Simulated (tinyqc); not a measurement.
Voltage drop against the resistance from a pad node to the supply.

A grid of 13 by 13 nodes with segments Rx (rows) and Ry (columns); every node draws I1 and the central node kh I1; pads with resistance Rp sit at the nodes whose row and column are multiples of the pitch, counting from 0. The drops u = Vdd - V follow from G u = i, with G the conductance matrix and i the load currents, solved directly. Here the pitch is 4.

Inputs (values chosen for the exercise): supply voltage Vdd = 1 V; resistance of a horizontal segment Rx = 0.11 ohm; resistance of a vertical segment Ry = 0.39 ohm; factor on the load at the hot node kh = 3; load current of a node in the large grid I1 = 0.23 mA.

Result of one run:
columns A: Rp (ohm); B: pads; C: worst drop (mV); D: mean drop (mV); E: largest drop at a pad (mV); F: largest pad current (mA); G: worst drop over Vdd (%)
```
A      B       C       D       E      F        G
0.14  16  0.7262  0.5497  0.4292  3.066  0.07262
```

What becomes of these results when the resistance from a pad node to the supply Rp is changed from 0.14 to 0.017 ohm, all else the same?

Result of the changed run:
columns A: Rp (ohm); B: pads; C: worst drop (mV); D: mean drop (mV); E: largest drop at a pad (mV); F: largest pad current (mA); G: worst drop over Vdd (%)
```
A       B       C       D        E      F        G
0.017  16  0.3750  0.2333  0.05932  3.489  0.03750
```

The whole series:
columns A: Rp (ohm); B: pads; C: worst drop (mV); D: mean drop (mV); E: largest drop at a pad (mV); F: largest pad current (mA); G: worst drop over Vdd (%)
```
A        B       C       D        E      F        G
0.0043  16  0.3352  0.1996  0.01538  3.577  0.03352
0.0085  16  0.3485  0.2108  0.03014  3.546  0.03485
0.017   16  0.3750  0.2333  0.05932  3.489  0.03750
0.034   16  0.4267  0.2780   0.1154  3.394  0.04267
0.068   16  0.5261  0.3661   0.2211  3.252  0.05261
0.14    16  0.7262  0.5497   0.4292  3.066  0.07262
0.27    16   1.070  0.8762   0.7803  2.890   0.1070
```

The worst drop rises from 0.335 to 1.07 mV and the mean drop rises from 0.200 to 0.876 mV. The worst drop goes as Rp^(0.06) between the first two rows and Rp^(0.59) between the last two.

tinyqc, about 0.08 s, one thread, Intel Xeon 2.30GHz (shared host): `OMP_NUM_THREADS=1 python tinyqc.py 2770227 2770228 out.jsonl`
